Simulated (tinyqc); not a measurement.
From results back to parameters: Koster-Slater impurity in an sp3s* host.

Problem. In the Koster-Slater model a defect shifts the s level of its site by Vs and the p levels by Vp; an A1 level solves 1/Vs = G_s(E) and a T2 level 1/Vp = G_p(E), E from the top of the valence band. A defect has an A1 level at E = 1.3229 eV, one of the energies of the table, and a T2 level at 3.9687 eV.

G(E) of the host (1/eV):

| E (eV) | G_s | G_p |
|---|---|---|
| 0.0000 | -0.0039884 | 0.0490734 |
| 0.6614 | -0.0082045 | 0.0294639 |
| 1.3229 | -0.0127403 | 0.0170758 |
| 1.9843 | -0.0178445 | 0.0066871 |
| 2.6458 | -0.0238579 | -0.0030820 |
| 3.3072 | -0.0313521 | -0.0131772 |
| 3.9687 | -0.0414656 | -0.0248052 |
| 4.6301 | -0.0571296 | -0.0406829 |
| 5.2916 | -0.0955428 | -0.0787894 |

Find: Vs, Vp.

Solution. Read G_s and G_p at the two energies and invert them. Vs is attractive and pulls its level down from the conduction bands. Vp is attractive and pulls its level down from the conduction bands.

Vs, Vp (eV): -78.5  -40.3

Computed by tinyqc, a small Python program: `OMP_NUM_THREADS=1 python tinyqc.py 1482034 1482035 out.jsonl` (the numbers bound the seed that draws the inputs); one thread of a shared host (Intel(R) Xeon(R) Processor @ 2.30GHz), about 0.03 s for the whole set of steps.
